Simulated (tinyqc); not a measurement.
# Finite-size error of a charged defect in a periodic cell: Madelung and Makov-Payne terms, step by step

A worked calculation. Computed by tinyqc, a small Python program that keeps every step. Command: `OMP_NUM_THREADS=1 python tinyqc.py 3006747 3006748 out.jsonl imagecharge walk`. One thread of a shared host (Intel(R) Xeon(R) Processor @ 2.30GHz), about 0.04 s of CPU time with the checks. Intermediate numbers are printed to about 5 digits and carried at full precision; extremes and crossings named in words are read from the listed rows.

L is the cube root of the cell volume. The defect charge is a Gaussian, rho(r) = q (2 pi sigma^2)^(-3/2) exp(-r^2/2 sigma^2), repeated periodically in a uniform neutralising background and screened by a continuum. The model cell energy is E(L) = E_0 + [periodic - isolated electrostatic energy].

Inputs (values chosen for the exercise, for a model uniaxial host):
```
quantity,value,unit
charge q,-3,e
cell length L,17.2,angstrom
dielectric constant eps_xy,5.85,-
dielectric constant eps_z,11.5,-
axis ratio c/a,1.18,-
width sigma of the defect charge,1.5,angstrom
formation energy of the isolated defect E_0,4.855,eV
```

Supercell lattice: hexagonal. Screening: uniaxial.

scatter added to the six cells, standing for numerical noise (meV): [5.8, 6.5, -0.5, -2.1, 16, 14]

Constants: e^2/(4 pi eps_0) = 14.39964548 eV angstrom.

## The cell

Cell vectors: (1,0,0), (-1/2,sqrt(3)/2,0), (0,0,c/a), scaled to volume L^3.

cell vectors (rows) (angstrom):
```
,1,2,3
1,17.076,0.000,0.000
2,-8.538,14.788,0.000
3,0.000,0.000,20.150
```

nearest image = 17.076 angstrom

## Madelung energy

Ewald sum for a unit point charge: scale each Cartesian component of the cell by 1/sqrt(eps_i), giving R', G' and V'; E = [ (1/2) sum erfc(eta R')/R' + (2 pi/V') sum exp(-G'^2/4 eta^2)/G'^2 - eta/sqrt(pi) - pi/(2 V' eta^2) ] e^2/(4 pi eps_0) / sqrt(eps_x eps_y eps_z), over n_i = -6..6, omitting n = (0,0,0), eta = 2/V'^(1/3). alpha = -2 E eps_g L/(e^2/(4 pi eps_0)), eps_g = (eps_x eps_y eps_z)^(1/3).

terms for a unit charge (eV): real space 0.00153, reciprocal 0.00935, self -0.12891, background -0.04486

Madelung constant alpha = 2.8517

point-charge correction -q^2 E = 1.4660 eV

Cubic cells have alpha = 2.837 (sc) to 2.888 (fcc, bcc); this cell is near that range.

## Energy of the smeared charge in the cell

Periodic energy of the Gaussian: (2 pi q^2/V) sum_(G != 0) exp(-sigma^2 G^2)/(G.eps.G) x e^2/(4 pi eps_0), n_i = -k..k with k = max(9, L/sigma rounded up). Isolated energy: q^2/(2 sqrt(pi) sigma) <1/(n.eps.n)> e^2/(4 pi eps_0), the mean over directions n (64 Gauss-Legendre points in cos(theta)).

periodic energy = 1.8753 eV

isolated energy = 3.2927 eV

finite-size error = -1.4174 eV

E(L) = 3.4376 eV

## A series of cells

Cells of the same shape with L scaled by 0.7, 0.85, 1, 1.25, 1.5 and 2; the scatter is added to E(L). The point-charge correction scales as 1/L from its value at the input L.

Scaling data:
```
L (angstrom),1/L (1/angstrom),E(L) (eV),E(L) + point-charge correction (eV)
12.04,0.083056,2.9095,5.0038
14.62,0.068399,3.2162,4.9409
17.20,0.058140,3.4371,4.9031
21.50,0.046512,3.7049,4.8777
25.80,0.038760,3.9080,4.8853
34.40,0.029070,4.1420,4.8750
```

## Ways to reach the isolated limit

Least-squares fits of E(L) to a + b/L, a + c/L^3 or a + b/L + c/L^3; the estimate is a, and errors are against E_0.

Estimates of E_0:
```
way,estimate (eV),error (meV)
"largest cell, uncorrected",4.1420,-712.97
"largest cell, point-charge term",4.8750,20.03
"1/L fit, three smallest",4.6658,-189.24
"1/L fit, all six",4.7879,-67.05
"1/L^3 fit, all six",3.9991,-855.86
"1/L and 1/L^3, three smallest",4.7472,-107.79
"1/L and 1/L^3, all six",4.8963,41.27
"corrected data, 1/L^3 fit",4.8634,8.36
```

coefficient b of the full fit = -26.175 eV angstrom

Best here: corrected data, 1/L^3 fit (+8.4 meV); worst: 1/L^3 fit, all six (-856 meV). The fitted b is 103.8 % of the Madelung value -q^2 alpha e^2/(8 pi eps_0 eps_g), so such a fit also measures the screening. The three-term fit to three small cells has no spare point and magnifies the scatter. A pure 1/L fit lands below E_0, because the positive 1/L^3 term flattens the small-cell points.

## One dielectric constant for an anisotropic host?

The same sum with an isotropic constant in place of the tensor, the means being taken over (eps_xy, eps_xy, eps_z); errors against the tensor result.

Point-charge correction:
```
constant,value,correction (eV),error (meV)
eps_xy,5.850,1.8060,340.05
eps_z,11.500,0.9187,-547.26
arithmetic mean,7.733,1.3662,-99.78
geometric mean,7.328,1.4417,-24.27
harmonic mean,6.996,1.5103,44.28
```

The tensor gives 1.4660 eV. Closest is geometric mean (-24.3 meV) and furthest eps_z (-547.3 meV); anisotropy also changes the effective shape of the cell, which no single constant captures.

Checks made by the program: the same sum with another eta (relative difference below 1e-10).
